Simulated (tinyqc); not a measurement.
Sub-threshold conduction and electro-thermal threshold of an amorphous chalcogenide: two steps of the calculation.

Trap-limited conduction: I = I0 exp(-Ea/kB T) sinh(q V dz/(2 ua kB T)), I0 = 2 q A Nt dz/ta. One lumped temperature T = T0 + Rt I V. The threshold is the largest V for which a steady state exists on the low-current branch.

Values chosen for this exercise; values of the order of Ge-Sb-Te and related chalcogenides: ambient temperature T0 = 330 K; cross-section A = 840 nm^2; amorphous thickness ua = 28 nm; distance between traps dz = 7.1 nm; activation energy Ea = 0.28 eV; trap density Nt = 4.8e19 cm^-3; attempt time ta = 1e-15 s; thermal resistance Rt = 4.1 K/uW; voltage across the amorphous layer V = 0.321 V.

Constants: q = 1.602176634e-19 C, kB = 1.380649e-23 J/K. Results are converted to the units shown.

Question 1. Isothermal quantities. I0, the low-field resistance 2 ua kB T0 exp(Ea/kB T0)/(q dz I0), the slope voltage V0 = 2 ua kB T0/(q dz), and I at V without heating.

Find: I0; low-field resistance; V0; I without heating.

Answer 1.

I0 = 91.732 mA
low-field resistance = 0.046182 Mohm
V0 = 0.22429 V
I without heating = 9.5787 uA

Question 2. Self-heating. I at the present T, then T(new) = T0 + Rt I V.

T after iteration 1 = 342.60658 K

Wanted: I; T after iteration 2.

Answer 2.

I = 12.97 uA
T after iteration 2 = 347.1 K

Range of the model: Purely electronic switching mechanisms, filaments and series resistance are left out.

Program tinyqc, `OMP_NUM_THREADS=1 python tinyqc.py 2490046 2490047 out.jsonl`; Intel Xeon 2.30GHz, shared host, one thread, about 0.01 s.
